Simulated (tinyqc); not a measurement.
The first four gaps: longitudinal sound in a periodic multilayer: transfer matrices, stop bands and folded phonons. Computed by tinyqc, a small Python program. Command: `OMP_NUM_THREADS=1 python tinyqc.py 3010223 3010224 out.jsonl multilayer walk`. One thread of a shared host (Intel(R) Xeon(R) Processor @ 2.30GHz), about 0.01 s of CPU time with the checks.

Layers 1 and 2 repeat with period d = d_1 + d_2; waves travel normal to the layers, without loss. State vector (u, s): displacement u and stress divided by omega. Impedances Z = rho v are in 1e6 kg/(m^2 s).

Inputs (values chosen for the exercise, modelled on silica (layer 1), platinum (layer 2) and gallium arsenide (substrate)):
```
quantity            value    unit
density rho_1        2.16  g/cm^3
velocity v_1         5860     m/s
thickness d_1         335      nm
density rho_2        21.1  g/cm^3
velocity v_2         4010     m/s
thickness d_2         229      nm
substrate density    5.39  g/cm^3
substrate velocity   4780     m/s
```

Method:
- Z = rho v; interface reflection r = (Z_2 - Z_1)/(Z_2 + Z_1) (stress amplitude, from 1 into 2); Bragg frequency f_B = 1/[2 (d_1/v_1 + d_2/v_2)]; long-wave velocity v_eff = d/sqrt[(d_1/v_1)^2 + (d_2/v_2)^2 + (Z_1/Z_2 + Z_2/Z_1)(d_1/v_1)(d_2/v_2)].
- A layer maps (u, s) by [[cos p, sin p/Z], [-Z sin p, cos p]], p = 2 pi f d_i/v_i; one period is M = M_2 M_1, and cos(q d) = trace(M)/2.
- Gap m contains m f_B; its edges, where trace(M)/2 = (-1)^m, are found by root search. Weak-contrast estimate of the width: (4 f_B/pi) |r sin(m pi a)|, a = (d_1/v_1)/(d_1/v_1 + d_2/v_2).

Bragg frequency f_B = 4.37543 GHz

Z_1 = 12.6576

Z_2 = 84.611

interface reflection r = 0.739739

Stop bands (GHz):
```
m  lower edge  upper edge   width  weak-contrast estimate
1       2.056       6.695  4.6388                  4.1211
2       8.747       8.754  0.0068                  0.0068
3      10.807      15.446  4.6388                  4.1211
4      17.495      17.509  0.0136                  0.0136
```

With a = 0.500, gap 1 is the widest and gap 2 the narrowest: the layers are near a quarter wave each at f_B, so the even gaps almost close. The weak-contrast estimate misses the first width by -11.2 % at |r| = 0.74. Odd gaps open at the edge of the folded zone (q = pi/d), even ones at its centre.
